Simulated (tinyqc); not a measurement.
Leakage through a gate insulator: direct, Fowler-Nordheim, trap-assisted and Poole-Frenkel currents. From one set of inputs to another, one input at a time. Computed by tinyqc, a small Python program. Command: `OMP_NUM_THREADS=1 python tinyqc.py 3030107 3030108 out.jsonl oxideleak ladder`. One thread of a shared host (Intel(R) Xeon(R) Processor @ 2.30GHz), about 0.01 s of CPU time with the checks.

Electrons enter from the cathode Fermi level at x = 0; the conduction band of the insulator lies phi_b - e F x above it, F = V/t. WKB exponents use a parabolic band with mass m.

The inputs printed are set A. Inputs not listed in the table keep their values of set A, so the rows need not describe a real material.

Inputs (values chosen for the exercise, with an insulator like Al2O3):
```
quantity                          value   unit
thickness t                         1.7     nm
barrier phi_b                      2.23     eV
tunnelling mass m                  0.37    m_0
static constant eps_ox             9.21      -
voltage across the insulator V      1.3      V
trap depth phi_t                    1.8     eV
trap density N_t                6.2e+17  cm^-3
attempt rate nu_0                 3e+13    1/s
activation of capture E_a          0.33     eV
temperature T                       250      K
```

Constants: hbar^2/(2 m_0) = 3.80998212 eV angstrom^2; e = 1.602176634e-19 C; hbar = 1.054571817e-34 J s; k_B = 8.617333262e-05 eV/K.

Method:
- For a level a distance phi(x) below the band, the WKB exponent is 2 int kappa dx with kappa = sqrt(m phi/(hbar^2/2m_0)); for a linear barrier from phi_1 down to phi_2 = max(phi_1 - e F d, 0) it is G = (4/3) sqrt(m/(hbar^2/2m_0)) (phi_1^(3/2) - phi_2^(3/2))/(e F).
- J_tun = e^3 F^2/(16 pi^2 hbar m phi_b) x exp(-G) / [1 - sqrt(phi_2/phi_b)]^2 with the free-electron mass in the cathode (m in m_0), phi_2 = max(phi_b - e V, 0): direct tunnelling for e V < phi_b, Fowler-Nordheim above. Image forces, back-flow and the limit on supply are left out, so J_tun is overstated below about 0.5 V.
- Equivalent oxide thickness = 3.9 t/eps_ox.
- A trap at depth x lies phi_t below the band. Capture: tunnel at the cathode Fermi level from 0 to x (G_in from phi_1 = phi_b), rate nu_0 exp(-G_in - E_c/k_B T) with E_c = E_a + max(phi_b - phi_t - e F x, 0), the last term being the height of the trap above the cathode Fermi level. Emission: tunnel from the trap level to the anode (G_out from phi_1 = phi_t over t - x), rate nu_0 exp(-G_out - E_a/k_B T). Re-emission to the cathode follows from detailed balance, rate_back = rate_in exp(dE/k_B T) with dE = phi_b - phi_t - e F x. Each trap passes R = rate_in rate_out/(rate_in + rate_back + rate_out) electrons per second; filling from the anode is left out.
- J_TAT = e N_t int_0^t R dx by the midpoint rule on 400 intervals; the most effective depth is the midpoint with the largest R, rounded to 0.01 nm.
- J = J_tun + J_TAT (the Poole-Frenkel bound is not added); the ratio J/J_tun is the excess that stress-made traps add.

Each row keeps all changes above it:
```
input moved                            from       to  tunnelling current J_tun (A/cm^2)  trap-assisted current J_TAT (A/cm^2)  total current J (A/cm^2)
set A                                     -        -                         1.5777e+03                            1.3643e-05                1.5777e+03
temperature T (K)                       250      450                         1.5777e+03                            1.2185e-02                1.5777e+03
thickness t (nm)                        1.7        7                         1.1684e-16                            8.2069e-12                8.2070e-12
activation of capture E_a (eV)         0.33     0.09                         1.1684e-16                            4.0000e-09                4.0000e-09
tunnelling mass m (m_0)                0.37     0.44                         7.1231e-19                            2.8892e-10                2.8892e-10
voltage across the insulator V (V)      1.3      1.6                         1.6149e-17                            6.7780e-10                6.7780e-10
barrier phi_b (eV)                     2.23     2.97                         3.2874e-23                            2.0390e-16                2.0390e-16
trap density N_t (cm^-3)            6.2e+17  1.3e+19                         3.2874e-23                            4.2753e-15                4.2753e-15
```

Where does the difference come from?

Tunnelling current J_tun goes from 1580 to 3.29e-23, a factor 2.08e-26 in all. The largest single move comes from thickness t (a factor 7.41e-20). Trap-assisted current J_TAT goes from 1.36e-5 to 4.28e-15, a factor 3.13e-10 in all. The largest single move comes from thickness t (a factor 6.74e-10), and temperature T works against it (a factor 893). Total current J goes from 1580 to 4.28e-15, a factor 2.71e-18 in all. The largest single move comes from thickness t (a factor 5.20e-15), and activation of capture E_a works against it (a factor 487). The single moves hold for this order of the switches; the total does not depend on the order.

Caution (rows barrier phi_b): a current below about 1e-15 A/cm^2 is not measurable.

Extremes, crossings and ranges named in words are read from the listed rows.
